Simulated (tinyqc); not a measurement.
Inside a calculation. Method: UHF in the sto-3g basis, for HeH+, spin multiplicity 1. One step of it, computed by the program tinyqc.

Task: Iteration 1: building the Fock matrix. J_ij = sum D_kl (ij|kl) with D = D(alpha) + D(beta), K_ij = sum D_kl (ik|jl) for each spin; F = H + J - K(s); E = tr D H + tr D J / 2 - 0.5 sum_s tr D(s) K(s) + E_nn.

D(alpha) at the start, order 1He 1s, 2H 1s:
```
[[0.366008, 0.332603],
 [0.332603, 0.302247]]
```

D(beta) at the start, order 1He 1s, 2H 1s:
```
[[0.883186, 0.104678],
 [0.104678, 0.012407]]
```

core Hamiltonian H = T + V (hartree), order 1He 1s, 2H 1s:
```
[[-2.557628, -1.309783],
 [-1.309783, -1.665404]]
```

Two-electron integrals (ij|kl) in chemists' order, unique and non-zero (hartree):
```
(11|11) 1.055713   (21|11) 0.405749   (21|21) 0.190619   (22|11) 0.565618
(22|21) 0.333708   (22|22) 0.774606
```

nuclear repulsion = 1.27512581 hartree

Give: Coulomb J; exchange K(alpha); exchange K(beta); F(alpha); F(beta); total energy of this density.

Result:

Coulomb J (hartree), order 1He 1s, 2H 1s:
```
[[1.8516, 0.7786],
 [0.7786, 1.2421]]
```

exchange K(alpha) (hartree), order 1He 1s, 2H 1s:
```
[[0.7139, 0.5009],
 [0.5009, 0.5259]]
```

exchange K(beta) (hartree), order 1He 1s, 2H 1s:
```
[[1.0197, 0.4417],
 [0.4417, 0.2478]]
```

F(alpha) (hartree), order 1He 1s, 2H 1s:
```
[[-1.4199, -1.0321],
 [-1.0321, -0.9491]]
```

F(beta) (hartree), order 1He 1s, 2H 1s:
```
[[-1.7257, -0.9729],
 [-0.9729, -0.6711]]
```

total energy of this density = -2.771752 hartree
